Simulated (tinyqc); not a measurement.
Temperature and isotope dependence of a band gap in oscillator models: one step. Two common fits. Two cases, with inputs chosen for the exercise.

Task: Give the falls and the parameters.

E(T) = E0 - sum_i sl_i th_i n_i(T), n = 1/(exp(th/T) - 1). The same coupling lowers the gap at 0 K by the zero-point term ZP = sum_i sl_i th_i/2, so the gap of the static lattice is E0 + ZP. Thermal expansion is taken as part of the slopes.

Two-parameter forms are made to pass through the falls at the two temperatures T12: Varshni aV T^2/(T + bV), from the line T^2/fall = (T + bV)/aV; one oscillator s1 t1/(exp(t1/T) - 1), with t1 from the ratio of the falls.

Give: falls; aV; bV; t1; s1; ZP of the one-oscillator fit.

Case 1.

Values chosen (near those of GaN; not measured data): E0 = 3.509 eV (gap at 0 K); th = (283, 788) K (temperatures of two oscillators); sl = (0.2153, 0.3827) meV/K (their high-temperature slopes); T12 = (560, 1100) K (temperatures of the fits).

Result:

falls (meV): [190.4342, 495.7067]

aV = 0.6799 meV/K
bV = 560 K
t1 = 570.1 K
s1 = 0.5905 meV/K
ZP of the one-oscillator fit = 168.3 meV

The limiting slope of the model is 0.5980 meV/K; Varshni puts it +14 % off and one oscillator -1 %. The ZP of the fit differs from the true one by -12.9 meV.

Case 2.

Values chosen (near those of InP; not measured data): E0 = 1.428 eV (gap at 0 K); th = (114, 370) K (temperatures of two oscillators); sl = (0.0627, 0.3293) meV/K (their high-temperature slopes); T12 = (210, 430) K (temperatures of the fits).

Result:

falls (meV): [35.1746, 112.8540]

aV = 0.5719 meV/K
bV = 507 K
t1 = 312.3 K
s1 = 0.3857 meV/K
ZP of the one-oscillator fit = 60.2 meV

The limiting slope of the model is 0.3920 meV/K; Varshni puts it +46 % off and one oscillator -2 %. The ZP of the fit differs from the true one by -4.3 meV.

Computed by tinyqc, one run a case: `OMP_NUM_THREADS=1 python tinyqc.py N N+1 out.jsonl` with N = 1850582, 1850604; one thread of a shared Intel(R) Xeon(R) Processor @ 2.30GHz, about 0.01 s a run at most.
